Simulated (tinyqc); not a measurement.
Inside a calculation. Model: piezoresistors in the (001) plane of a cubic crystal.

Computed by the program tinyqc: `OMP_NUM_THREADS=1 python tinyqc.py 2530056 2530057 out.jsonl`, one thread of a shared Intel Xeon 2.30GHz, about 0.01 s for the whole run. Printed values are rounded.

Plane stress in crystal axes x = [100], y = [010]. First-order piezoresistance: d rho_xx/rho = p11 sxx + p12 syy, d rho_yy/rho = p12 sxx + p11 syy, d rho_xy/rho = p44 sxy; a resistor along d = (cos th, sin th) changes by dR/R = d.(d rho/rho).d. Changes of geometry and second-order terms are left out.

Inputs (values chosen for the exercise); coefficients close to those of lightly doped p-type silicon: piezoresistive coefficient p11 = 7.03 x 1e-11/Pa; piezoresistive coefficient p12 = -1.11 x 1e-11/Pa; piezoresistive coefficient p44 = 133 x 1e-11/Pa; angle of the current from [100] th = 45 deg; stress sxx Sx = -233 MPa; stress syy Sy = -76 MPa; shear stress sxy St = -63 MPa; bridge supply Vb = 1.8 V; Young's modulus along [110] E = 180 GPa.

Range of the model: Above about 200 MPa second-order terms begin to count.

## Change of the resistivity tensor

As in the introduction.

d rho/rho (%):
```
,x,y
x,-1.55363,-8.37900
y,-8.37900,-0.27565
```

## Resistors at th and th + 90 degrees, and the bridge

dR/R = d.(d rho/rho).d. A full bridge with two resistors of each kind in opposite arms gives Vout = Vb (a - b)/(2 + a + b), a and b the two dR/R.

dR/R at th = -9.29364 %
dR/R at th + 90 = 7.46436 %
Vout = -152.214 mV

## Longitudinal and transverse coefficients

For uniaxial stress along or across the current: pL = p11 - (A/2) sin^2(2 th), pT = p12 + (A/2) sin^2(2 th), A = p11 - p12 - p44. Gauge factor along [110]: E (p11 + p12 + p44)/2.

A = -124.860 x 1e-11/Pa
pL = 69.46 x 1e-11/Pa
pT = -63.54 x 1e-11/Pa
gauge factor = 125.028
